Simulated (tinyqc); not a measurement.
Mass anisotropy: shallow donor in an anisotropic valley (effective-mass theory).

One valley: H = -c [(d2/dx2 + d2/dy2)/mt + (d2/dz2)/ml] - q/(eps r), c = hbar^2/2m0, q = e^2/(4 pi eps0). Trial function exp(-sqrt((x^2 + y^2)/a^2 + z^2/b^2)) with a > b: T = (c/3)(2/(mt a^2) + 1/(ml b^2)), V = -(q/eps) atan(u/b)/u, u = sqrt(a^2 - b^2). The central cell of the impurity is left out.

Constants: hbar^2/2m0 = 3.80998211 eV angstrom^2; e^2/(4 pi eps0) = 14.39964547 eV angstrom; Ry = 13.60569312 eV; a0 (Bohr radius) = 0.5291772105 angstrom.

Parameters, chosen for this exercise (out of a larger set: near those of 3C SiC; not measured data):
```
symbol  value                                  unit  meaning
mt      0.249                                  m0    transverse mass
eps     9.4                                          dielectric constant
xs      (1.4, 1.8, 3.2, 5.5, 14, 19, 36, 260)        ratios ml/mt
```

mt and eps fixed, ml varied. Energies in units of Ry*(mt) = Ry mt/eps^2 and lengths in a*(mt) = a0 eps/mt; the last two columns use one mass, 3/(1/ml + 2/mt) or (ml mt^2)^(1/3).

Results:
```
ml/mt   a/a*    b/a  binding  conductivity mass  density-of-states mass
1.40   0.932  0.887    1.115              1.105                   1.119
1.80   0.888  0.811    1.203              1.174                   1.216
3.20   0.800  0.663    1.413              1.297                   1.474
5.50   0.733  0.548    1.616              1.375                   1.765
14.0   0.646  0.397    1.962              1.448                   2.410
19.0   0.623  0.357    2.072              1.462                   2.668
36.0   0.583  0.287    2.291              1.479                   3.302
260    0.505  0.147    2.852              1.497                   6.383
```

The binding grows from 1.11 to 2.85 Ry*(mt); for ml going to infinity the exact problem becomes two-dimensional, with 4 Ry*. The conductivity mass saturates at 1.5 and underbinds, by 15 % at ml/mt = 5.5; the density-of-states mass errs by +9 % there and by +124 % in the last row. With these mt and eps one unit is 38.34 meV.

(tinyqc, `OMP_NUM_THREADS=1 python tinyqc.py 1251609 1251610 out.jsonl`, Intel(R) Xeon(R) Processor @ 2.30GHz, 1 thread, shared host, about 0.01 s.)
